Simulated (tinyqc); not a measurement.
Undoped symmetric double-gate MOSFET, analytic potential model: one step of the calculation.

An undoped body of thickness ts between two equal insulators and tied gates; long channel, electrons only, n = ni exp((psi - V)/Vt) with V the quasi-Fermi potential (0 at the source, Vd at the drain), constant mobility, no quantisation. Across the body psi(x) = V - 2 Vt ln[(ts/(2 beta)) sqrt(q ni/(2 eps0 eps_r Vt)) cos(2 beta x/ts)], x from the centre. Q is the electron charge per area of the whole body.

Question. Charges and drain current. beta (between 0 and pi/2) solves (Vg - V0 - V)/(2 Vt) = ln(beta) - ln(cos beta) + 2 r beta tan(beta). Q = 8 eps0 eps_r Vt beta tan(beta)/ts; I = mu (1/L)(4 eps0 eps_r/ts)(2 Vt)^2 [g(beta_s) - g(beta_d)] per width, g = beta tan(beta) - beta^2/2 + r beta^2 tan^2(beta), with beta_s at V = 0 and beta_d at V = Vd.

Parameters, values chosen for the exercise; material values close to those of silicon: temperature T = 250 K; relative permittivity of the semiconductor eps_r = 11.6; body thickness ts = 12 nm; channel mobility mu = 120 cm^2/(V s); gate length L = 0.2 um; drain voltage Vd = 0.3 V.

Constants: q = 1.602176634e-19 C, kB = 1.380649e-23 J/K, Vt = kB T/q, eps0 = 8.8541878128e-14 F/cm where lengths are in cm. Results are converted to the units shown.

beta_s = 1.3180506
beta_d = 0.11163011
r = 0.30585937

Give: Qs; Qd; g(beta_s); g(beta_d); I.

Answer.

Qs = 752.8 nC/cm^2
Qd = 1.846 nC/cm^2
g(beta_s) = 12.20
g(beta_d) = 0.006331
I = 46.50 uA/um

The term r beta^2 tan^2(beta), which gives the square law, makes up 65.3 % of g at the source.

tinyqc, about 0.03 s, one thread, Intel Xeon 2.30GHz (shared host): `OMP_NUM_THREADS=1 python tinyqc.py 2440136 2440137 out.jsonl`
